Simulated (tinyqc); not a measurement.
Empirical pseudopotential in a few plane waves, step by step. One step of it, computed by the program tinyqc.

Task: Levels at G. Diagonalise the Hermitian matrix.

H(k) at G (eV):
```
           +0+0+0     -1-1-1     -1-1+1     -1+1-1     -1+1+1     +1-1-1     +1-1+1     +1+1-1
+0+0+0   0.000000   2.251239  -2.251239  -2.251239  -2.251239  -2.251239  -2.251239  -2.251239
-1-1-1   2.251239  14.492240   0.000000   0.000000  -0.748313   0.000000  -0.748313  -0.748313
-1-1+1  -2.251239   0.000000  14.492240   0.748313   0.000000   0.748313   0.000000   0.000000
-1+1-1  -2.251239   0.000000   0.748313  14.492240   0.000000   0.748313   0.000000   0.000000
-1+1+1  -2.251239  -0.748313   0.000000   0.000000  14.492240   0.000000   0.748313   0.748313
+1-1-1  -2.251239   0.000000   0.748313   0.748313   0.000000  14.492240   0.000000   0.000000
+1-1+1  -2.251239  -0.748313   0.000000   0.000000   0.748313   0.000000  14.492240   0.748313
+1+1-1  -2.251239  -0.748313   0.000000   0.000000   0.748313   0.000000   0.748313  14.492240
+1+1+1   2.251239   0.000000  -0.748313  -0.748313   0.000000  -0.748313   0.000000   0.000000
-2+0+0   0.000000  -2.251239  -2.251239  -2.251239   2.251239   0.750413  -0.750413  -0.750413
+0-2+0   0.000000  -2.251239  -2.251239   0.750413  -0.750413  -2.251239   2.251239  -0.750413
+0+0-2   0.000000  -2.251239   0.750413  -2.251239  -0.750413  -2.251239  -0.750413   2.251239
+0+0+2   0.000000  -0.750413   2.251239  -0.750413  -2.251239  -0.750413  -2.251239   0.750413
+0+2+0   0.000000  -0.750413  -0.750413   2.251239  -2.251239  -0.750413   0.750413  -2.251239
+2+0+0   0.000000  -0.750413  -0.750413  -0.750413   0.750413   2.251239  -2.251239  -2.251239

           +1+1+1     -2+0+0     +0-2+0     +0+0-2     +0+0+2     +0+2+0     +2+0+0
+0+0+0   2.251239   0.000000   0.000000   0.000000   0.000000   0.000000   0.000000
-1-1-1   0.000000  -2.251239  -2.251239  -2.251239  -0.750413  -0.750413  -0.750413
-1-1+1  -0.748313  -2.251239  -2.251239   0.750413   2.251239  -0.750413  -0.750413
-1+1-1  -0.748313  -2.251239   0.750413  -2.251239  -0.750413   2.251239  -0.750413
-1+1+1   0.000000   2.251239  -0.750413  -0.750413  -2.251239  -2.251239   0.750413
+1-1-1  -0.748313   0.750413  -2.251239  -2.251239  -0.750413  -0.750413   2.251239
+1-1+1   0.000000  -0.750413   2.251239  -0.750413  -2.251239   0.750413  -2.251239
+1+1-1   0.000000  -0.750413  -0.750413   2.251239   0.750413  -2.251239  -2.251239
+1+1+1  14.492240  -0.750413  -0.750413  -0.750413  -2.251239  -2.251239  -2.251239
-2+0+0  -0.750413  19.322987   0.748313   0.748313  -0.748313  -0.748313   0.000000
+0-2+0  -0.750413   0.748313  19.322987   0.748313  -0.748313   0.000000  -0.748313
+0+0-2  -0.750413   0.748313   0.748313  19.322987   0.000000  -0.748313  -0.748313
+0+0+2  -2.251239  -0.748313  -0.748313   0.000000  19.322987   0.748313   0.748313
+0+2+0  -2.251239  -0.748313   0.000000  -0.748313   0.748313  19.322987   0.748313
+2+0+0  -2.251239   0.000000  -0.748313  -0.748313   0.748313   0.748313  19.322987
```

Give: eigenvalues.

Result:

eigenvalues (eV): [-2.1470, 9.9137, 9.9137, 9.9137, 13.6266, 13.7439, 13.7439, 13.7439, 17.8264, 17.8264, 18.8842, 23.1532, 23.1532, 23.1532, 25.4268]
